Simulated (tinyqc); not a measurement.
Lifetime against injection: Shockley-Read-Hall recombination through one deep level.

One level at Et with degeneracy 1: tn = 1/(sn vth Nt), tp = 1/(sp_ vth Nt), n1 = Nc exp((Et - Eg)/kT), p1 = Nv exp(-Et/kT), ni^2 = n1 p1. Equilibrium n0 = Nm, p0 = ni^2/Nm; n = n0 + dn, p = p0 + dn. U = (n p - ni^2)/(tp (n + n1) + tn (p + p1)), lifetime dn/U; emission rates en = sn vth n1, ep = sp_ vth p1.

Constants: kB = 8.617333262e-05 eV/K.

Parameters, chosen for this exercise (gap and densities of states near those of GaAs at this temperature; the results hold for these values, not for the real material):
- Eg = 1.387 eV (gap)
- Nc = 5.35e+17 1/cm^3 (conduction-band density of states)
- Nv = 1.14e+19 1/cm^3 (valence-band density of states)
- T = 350 K
- Et = 0.481 eV (recombination level above Ev)
- Nt = 1.6e+15 1/cm^3 (defects)
- sn = 2.6e-14 cm^2 (electron capture cross-section)
- sp_ = 6.3e-15 cm^2 (hole capture cross-section)
- vth = 21000000 cm/s (thermal velocity, both carriers)
- Nm = 6.2e+16 1/cm^3 (equilibrium electrons for the lifetime steps)

Recombination:

| dn (1/cm^3) | lifetime (microsecond) | U (1/(cm^3 s)) |
|---|---|---|
| 1.0e+11 | 0.004724 | 2.12e+19 |
| 1.0e+12 | 0.004724 | 2.12e+20 |
| 1.0e+13 | 0.004724 | 2.12e+21 |
| 1.0e+14 | 0.004726 | 2.12e+22 |
| 1.0e+15 | 0.004742 | 2.11e+23 |
| 1.0e+16 | 0.004883 | 2.05e+24 |
| 1.0e+17 | 0.005431 | 1.84e+25 |
| 1.0e+18 | 0.005802 | 1.72e+26 |

How do the results move, and what explains it?

The lifetime rises from 0.004724 to 0.005802 microsecond; tn + tp = 0.005869. At low injection it is tp (1 + n1/n0) + tn p1/n0 with n1/Nm = 7.8e-13 and p1/Nm = 2.2e-05: re-emission is negligible, so minority capture alone counts. Auger and radiative paths are left out; they cut in at the highest injections, and in a doped direct-gap crystal the radiative one counts at all injections. dn = dp neglects trapped charge, which matters where the traps hold a charge comparable with dn, at low injection and with very unequal cross sections.

Program tinyqc; command `OMP_NUM_THREADS=1 python tinyqc.py 1681249 1681250 out.jsonl`; about 0.01 s on one thread of a shared Intel(R) Xeon(R) Processor @ 2.30GHz.
